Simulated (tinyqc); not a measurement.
Inputs raised by 10 %, one at a time: surface photovoltage measurement of the minority-carrier diffusion length in a wafer. Computed by tinyqc, a small Python program. Command: `OMP_NUM_THREADS=1 python tinyqc.py 3130311 3130312 out.jsonl spv sens`. One thread of a shared host (Intel(R) Xeon(R) Processor @ 2.30GHz), about 0.02 s of CPU time with the checks.

Low injection, steady light, a depletion layer much thinner than 1/alpha and L. The excess density dn is taken at the front edge of the neutral region; light that reaches the back is lost.

Inputs (values chosen for the exercise, modelled on p-type silicon at room temperature): diffusion length L = 200 micrometre; wafer thickness W = 775 micrometre; diffusivity D = 30.4 cm^2/s; front recombination velocity S_f = 88000 cm/s; back recombination velocity S_b = 28000 cm/s; photon flux entering = 1.7e+12 1/(cm^2 s); minority density at the surface barrier scale n_0 = 4.3e+08 1/cm^3; temperature T = 298 K; wavelength = 986 nm; relative noise of each reading = 0 %; diffusion length after pair splitting over L = 0.93; iron factor C = 1.02e+16 micrometre^2/cm^3.

normal deviates g for the noise: [-0.90, 0.87, -0.30, 0.55, -0.75, 1.14, 0.50]

Constants: k_B = 8.617333262e-05 eV/K.

Method:
- alpha = (84.732/lambda - 76.417)^2 per cm with lambda in micrometre (an empirical fit for silicon between 0.7 and 1.05 micrometre).
- Thick wafer: dn = Phi L/((S_f + D/L)(L + 1/alpha)). Finite wafer, with s = S_b L/D, w = W/L, a = alpha L: dn = [Phi a/(a^2 - 1)] [a - B - exp(-alpha W)(a - s)/(cosh w + s sinh w)]/(S_f + B D/L), B = (sinh w + s cosh w)/(cosh w + s sinh w).
- Photovoltage V = (k_B T/e) ln(1 + dn/n_0). Lifetime = L^2/D.
- Readings y = (Phi/dn) (1 + noise x g) at 780, 830, 880, 920, 950, 975 and 995 nm; a least-squares line y = c (1/alpha + L_app) gives L_app = intercept/slope.
- Splitting iron-boron pairs in boron-doped silicon shortens L; with nothing else changing, [Fe] = C (1/L_after^2 - 1/L^2). It is evaluated with the true lengths and with the apparent ones (without noise), which differ when the wafer is not thick against L.

Runs; columns: (1) input moved; (2) from; (3) to; (4) dn, finite wafer (1/cm^3); (5) apparent length L_app (micrometre); (6) photovoltage V (mV); (7) [Fe] from the apparent lengths (1/cm^3):
```
(1)                                          (2)       (3)        (4)    (5)     (6)        (7)
base run                                       -         -  1.223e+07  199.3  0.7199  3.935e+10
diffusion length L (micrometre)              200       220  1.265e+07  218.6  0.7443  3.229e+10
wafer thickness W (micrometre)               775     852.5  1.223e+07  199.7  0.7203  3.957e+10
diffusivity D (cm^2/s)                      30.4     33.44  1.220e+07  199.3  0.7187  3.936e+10
front recombination velocity S_f (cm/s)    88000     96800  1.113e+07  199.3  0.6563  3.935e+10
back recombination velocity S_b (cm/s)     28000     30800  1.223e+07  199.3  0.7199  3.935e+10
photon flux entering (1/(cm^2 s))        1.7e+12  1.87e+12  1.345e+07  199.3  0.7908  3.935e+10
```

Exponents ln(y'/y) / ln(x'/x):
```
input                             dn, finite wafer  apparent length L_app  photovoltage V  [Fe] from the apparent lengths
diffusion length L                           0.354                  0.973           0.349                          -2.074
wafer thickness W                            0.005                  0.020           0.005                           0.059
diffusivity D                               -0.018                  0.000          -0.017                           0.001
front recombination velocity S_f            -0.984                  0.000          -0.971                           0.000
back recombination velocity S_b              0.000                  0.000           0.000                          -0.001
photon flux entering                         1.000                  0.000           0.985                           0.000
```

Among the inputs moved here: dn, finite wafer answers most in size to photon flux entering (exponent +1.000), and about equally to front recombination velocity S_f (-0.984); its exponent is below 0.0005 for back recombination velocity S_b. Its exponent -0.984 in front recombination velocity S_f: the front surface takes the carriers. Apparent length L_app answers most in size to diffusion length L (exponent +0.973), next to wafer thickness W (+0.020); its exponent is below 0.0005 for diffusivity D, front recombination velocity S_f, back recombination velocity S_b, photon flux entering. Its exponent 0.000 in front recombination velocity S_f: S_f scales all readings alike. Photovoltage V answers most in size to photon flux entering (exponent +0.985), and about equally to front recombination velocity S_f (-0.971); its exponent is below 0.0005 for back recombination velocity S_b. Its exponent +0.985 in photon flux entering: the linear range. [Fe] from the apparent lengths answers most in size to diffusion length L (exponent -2.074), next to wafer thickness W (+0.059); its exponent is below 0.0005 for front recombination velocity S_f, photon flux entering.
